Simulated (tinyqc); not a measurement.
Inside a calculation. Method: Hueckel theory of the pi electrons with the omega technique, for the molecule C1=CC2=CC=CC2=C1 (SMILES; centres numbered as the heavy atoms are written). One step of it, computed by the program tinyqc.

Task: Omega technique, round 1. h_r = h_r(0) + omega q_r, omega = 1, with q_r = z_r - P_rr; 0.7 of the old diagonal is kept.

Hueckel matrix in units of beta (H = alpha + beta A), order 1C, 2C, 3C, 4C, 5C, 6C, 7C, 8C:
$$\begin{pmatrix}
0.000000 & 1.000000 & 0.000000 & 0.000000 & 0.000000 & 0.000000 & 0.000000 & 1.000000 \\
1.000000 & 0.000000 & 1.000000 & 0.000000 & 0.000000 & 0.000000 & 0.000000 & 0.000000 \\
0.000000 & 1.000000 & 0.000000 & 1.000000 & 0.000000 & 0.000000 & 1.000000 & 0.000000 \\
0.000000 & 0.000000 & 1.000000 & 0.000000 & 1.000000 & 0.000000 & 0.000000 & 0.000000 \\
0.000000 & 0.000000 & 0.000000 & 1.000000 & 0.000000 & 1.000000 & 0.000000 & 0.000000 \\
0.000000 & 0.000000 & 0.000000 & 0.000000 & 1.000000 & 0.000000 & 1.000000 & 0.000000 \\
0.000000 & 0.000000 & 1.000000 & 0.000000 & 0.000000 & 1.000000 & 0.000000 & 1.000000 \\
1.000000 & 0.000000 & 0.000000 & 0.000000 & 0.000000 & 0.000000 & 1.000000 & 0.000000
\end{pmatrix}$$

charge and bond-order matrix P, order 1C, 2C, 3C, 4C, 5C, 6C, 7C, 8C:
$$\begin{pmatrix}
1.173210 & 0.649887 & -0.210643 & -0.057220 & 0.173210 & -0.057220 & -0.210643 & 0.649887 \\
0.649887 & 0.814617 & 0.524345 & 0.314617 & -0.057220 & -0.352050 & -0.142321 & 0.147950 \\
-0.210643 & 0.524345 & 1.197556 & 0.524345 & -0.210643 & -0.142321 & 0.530889 & -0.142321 \\
-0.057220 & 0.314617 & 0.524345 & 0.814617 & 0.649887 & 0.147950 & -0.142321 & -0.352050 \\
0.173210 & -0.057220 & -0.210643 & 0.649887 & 1.173210 & 0.649887 & -0.210643 & -0.057220 \\
-0.057220 & -0.352050 & -0.142321 & 0.147950 & 0.649887 & 0.814617 & 0.524345 & 0.314617 \\
-0.210643 & -0.142321 & 0.530889 & -0.142321 & -0.210643 & 0.524345 & 1.197556 & 0.524345 \\
0.649887 & 0.147950 & -0.142321 & -0.352050 & -0.057220 & 0.314617 & 0.524345 & 0.814617
\end{pmatrix}$$

Centres:
```
centre  z_r, pi electrons of the neutral centre         h
1C                                            1  0.000000
2C                                            1  0.000000
3C                                            1  0.000000
4C                                            1  0.000000
5C                                            1  0.000000
6C                                            1  0.000000
7C                                            1  0.000000
8C                                            1  0.000000
```

Give: matrix after round 1.

Result:

matrix after round 1, order 1C, 2C, 3C, 4C, 5C, 6C, 7C, 8C:
$$\begin{pmatrix}
-0.0520 & 1.0000 & 0.0000 & 0.0000 & 0.0000 & 0.0000 & 0.0000 & 1.0000 \\
1.0000 & 0.0556 & 1.0000 & 0.0000 & 0.0000 & 0.0000 & 0.0000 & 0.0000 \\
0.0000 & 1.0000 & -0.0593 & 1.0000 & 0.0000 & 0.0000 & 1.0000 & 0.0000 \\
0.0000 & 0.0000 & 1.0000 & 0.0556 & 1.0000 & 0.0000 & 0.0000 & 0.0000 \\
0.0000 & 0.0000 & 0.0000 & 1.0000 & -0.0520 & 1.0000 & 0.0000 & 0.0000 \\
0.0000 & 0.0000 & 0.0000 & 0.0000 & 1.0000 & 0.0556 & 1.0000 & 0.0000 \\
0.0000 & 0.0000 & 1.0000 & 0.0000 & 0.0000 & 1.0000 & -0.0593 & 1.0000 \\
1.0000 & 0.0000 & 0.0000 & 0.0000 & 0.0000 & 0.0000 & 1.0000 & 0.0556
\end{pmatrix}$$
